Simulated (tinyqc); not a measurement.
Capacitances against the space between lines.

Endless row of lines of width wl, height tl and space sl between grounded planes at distance hd; e2 fills the gaps beside the lines, e1 the rest. Laplace's equation is solved on meshes of 3, 6 and 12 steps per unit u and extrapolated (Aitken), which is good to about 0.2 %. C_even (all lines at 1 V) is the capacitance Cg to the planes; C_odd (neighbours in antiphase) = Cg + 4 Cc if only nearest neighbours couple, which defines Cc; total with quiet neighbours Cg + 2 Cc. Plate values 2 eps0 e1 wl/hd and eps0 e2 tl/sl.

Values chosen for this exercise: relative permittivity above and below the lines e1 = 2.4; relative permittivity between the lines e2 = 1; line width, in units u wl = 6 u; line height tl = 10 u; distance to each plane hd = 6 u.

Constants: eps0 = 8.8541878128e-12 F/m. Results are converted to the units shown.

The same in every row: plate Cg (aF/um) = 42.5.

Capacitances against the space between lines:

| sl (u) | Cg (aF/um) | Cc (aF/um) | Cg + 2 Cc (aF/um) | C_odd (aF/um) | plate Cc (aF/um) | share of coupling, 2 Cc/(Cg + 2 Cc) (%) |
|---|---|---|---|---|---|---|
| 2 | 55.5 | 62.7 | 181 | 306 | 44.3 | 69.3 |
| 4 | 66.3 | 31.8 | 130 | 194 | 22.1 | 48.9 |
| 6 | 75.2 | 19.7 | 115 | 154 | 14.8 | 34.4 |
| 8 | 82.2 | 13.0 | 108 | 134 | 11.1 | 24.1 |
| 12 | 92.0 | 6.11 | 104 | 116 | 7.38 | 11.7 |
| 16 | 97.3 | 2.94 | 103 | 109 | 5.53 | 5.69 |
| 24 | 102 | 0.691 | 103 | 104 | 3.69 | 1.34 |

As sl goes from 2 to 24, Cg rises from 55.5 to 102 aF/um, Cc falls from 62.7 to 0.691 aF/um and the share of coupling falls from 69.3 to 1.34 %. Cg is 1.31 times its plate value in the first row and 2.39 times in the last; for Cc the ratios are 1.42 and 0.187. Neighbours in antiphase raise the load by a factor of 1.69 and 1.01 over quiet ones.

Numbers from tinyqc (`OMP_NUM_THREADS=1 python tinyqc.py 2790183 2790184 out.jsonl`; about 1 s on one thread of a shared Intel Xeon 2.30GHz).
